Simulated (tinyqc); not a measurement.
# Read current of a NAND string, cells in series solved by shooting: effect of the pass voltage

Cells in series, numbered from 0 at the source line (0 V) to the bit line, each followed by a gap resistance Rg. A cell with gate Vg, threshold VT, source Vs and drain Vd passes I = 2 nf K Vt^2 [F(Vs) - F(Vd)]/(1 + th max(Vg - VT, 0)), F(V) = ln^2(1 + exp((Vg - VT - nf V)/(2 nf Vt))). The selected cell has Vg = Vr, the others Vg = Vp.

For a trial current I start at 0 V and, cell by cell, solve for the drain: sqrt(F(Vd)) = sqrt(F(Vs) - I/k), k = 2 nf K Vt^2/(1 + th max(Vg - VT, 0)), Vd = [Vg - VT - 2 nf Vt ln(exp(sqrt F) - 1)]/nf, then add I Rg. The string current is the I for which the last node reaches Vbl. The apparent threshold is the Vr at which I = Is. Background: all other cells erased (VT = Ve) or all in the highest state (VT = Vh); ratio and shift are high over erased and high minus erased. The string has 64 cells and the selected one is cell 32.

Inputs (values chosen for the exercise); values of the order met in vertical NAND strings:
- T = 358 K (temperature)
- K = 9.2 uA/V^2 (gain factor of a cell)
- nf = 1.7 (slope factor)
- th = 0.03 1/V (mobility reduction factor)
- Rg = 13 kohm (resistance of the gap between cells)
- Vbl = 0.4 V (bit-line voltage)
- Ve = -1 V (threshold of an erased cell)
- Vh = 3.9 V (threshold of the highest state)
- Vx = 0.5 V (threshold of the selected cell)
- Is = 10 nA (sensing current)
- Vr = 1.56 V (read voltage on the selected word line)

Constants: q = 1.602176634e-19 C, kB = 1.380649e-23 J/K, Vt = kB T/q. Results are converted to the units shown.

Effect of the pass voltage:
columns A: Vp (V); B: I, others erased (uA); C: I, others high (uA); D: ratio; E: apparent VT, erased (V); F: apparent VT, high (V); G: background shift (mV)
```
A         B        C        D       E       F      G
4.5  0.1579  0.01437  0.09103  0.4943  0.6023  108.0
5    0.1656  0.03862   0.2332  0.4934  0.5390  45.64
5.5  0.1727  0.05975   0.3459  0.4926  0.5211  28.46
6    0.1792  0.07801   0.4352  0.4920  0.5119  19.99
6.5  0.1853  0.09400   0.5074  0.4914  0.5064  15.01
7    0.1908   0.1081   0.5666  0.4909  0.5027  11.77
7.5  0.1960   0.1207   0.6156  0.4905  0.5000  9.525
8    0.2008   0.1319   0.6568  0.4901  0.4980  7.891
```

As Vp goes from 4.5 to 8 V, the current with erased neighbours rises from 0.158 to 0.201 uA, that with high neighbours rises from 0.0144 to 0.132 uA and the ratio rises from 0.0910 to 0.657. The background shift falls from 108 to 7.89 mV. A higher pass voltage also disturbs erased cells more, which this model leaves out.

Program tinyqc, `OMP_NUM_THREADS=1 python tinyqc.py 2142039 2142040 out.jsonl`; Intel Xeon 2.30GHz, shared host, one thread, about 0.6 s.
